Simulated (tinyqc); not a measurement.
# Worked calculation: quantum point contact as a saddle point

Program tinyqc, `OMP_NUM_THREADS=1 python tinyqc.py 2740111 2740112 out.jsonl`; Intel Xeon 2.30GHz, shared host, one thread, about 0.05 s. Printed values are rounded.

Potential V0 - m wx^2 x^2/2 + m wy^2 y^2/2; energies are counted from V0. Mode n = 0, 1, ... transmits T_n(E) = 1/(1 + exp(-2 pi (E - E_n)/wx)), E_n = wy (n + 1/2); each mode carries 2 q^2/h.

Inputs (values chosen for the exercise): temperature T = 1 K; transverse quantum hbar wy wy = 4.7 meV; curvature of the barrier hbar wx wx = 4.8 meV; Fermi level above the saddle point mu = 6.62 meV; points of the energy grid nE = 15; half-range of the grid in kB T xm = 7.

Constants: q = 1.602176634e-19 C, kB = 1.380649e-23 J/K, h = 6.62607015e-34 J s, Vt = kB T/q. Results are converted to the units shown.

## Transmissions at the Fermi level

At zero temperature g = G/(2 q^2/h) = sum T_n(mu); Fano factor sum T_n (1 - T_n)/sum T_n. Modes beyond those listed are in the sums but add less than 1e-4 to g.

| mode | E_n (meV) | T_n |
|---|---|---|
| 0 | 2.3500 | 0.996277 |
| 1 | 7.0500 | 0.362884 |
| 2 | 11.7500 | 0.001211 |

g = 1.3604
G = 105.40 uS
Fano factor = 0.1736

## Thermal average on a coarse grid

g(T) = int g(E) (-df/dE) dE = int g(mu + x kB T) dx/(4 cosh^2(x/2)), g(E) the zero-temperature value at E, g = G/(2 q^2/h). Simpson's rule on nE equally spaced x from -xm to xm.

| point | x | E (meV) | g(E) | weight |
|---|---|---|---|---|
| 0 | -7.00000 | 6.01679 | 1.19785 | 0.000910 |
| 1 | -6.00000 | 6.10296 | 1.21781 | 0.002467 |
| 2 | -5.00000 | 6.18913 | 1.23890 | 0.006648 |
| 3 | -4.00000 | 6.27531 | 1.26112 | 0.017663 |
| 4 | -3.00000 | 6.36148 | 1.28444 | 0.045177 |
| 5 | -2.00000 | 6.44765 | 1.30880 | 0.104994 |
| 6 | -1.00000 | 6.53383 | 1.33415 | 0.196612 |
| 7 | 0.00000 | 6.62000 | 1.36037 | 0.250000 |
| 8 | 1.00000 | 6.70617 | 1.38738 | 0.196612 |
| 9 | 2.00000 | 6.79235 | 1.41502 | 0.104994 |
| 10 | 3.00000 | 6.87852 | 1.44316 | 0.045177 |
| 11 | 4.00000 | 6.96469 | 1.47164 | 0.017663 |
| 12 | 5.00000 | 7.05087 | 1.50029 | 0.006648 |
| 13 | 6.00000 | 7.13704 | 1.52894 | 0.002467 |
| 14 | 7.00000 | 7.22321 | 1.55742 | 0.000910 |

integral of the weight = 0.998850
g(T) = 1.36001
g(T) divided by the integral of the weight = 1.36157

A converged quadrature gives 1.3616; this grid is 0.12 % below that, and its weight integrates to 0.9988 in place of 1.
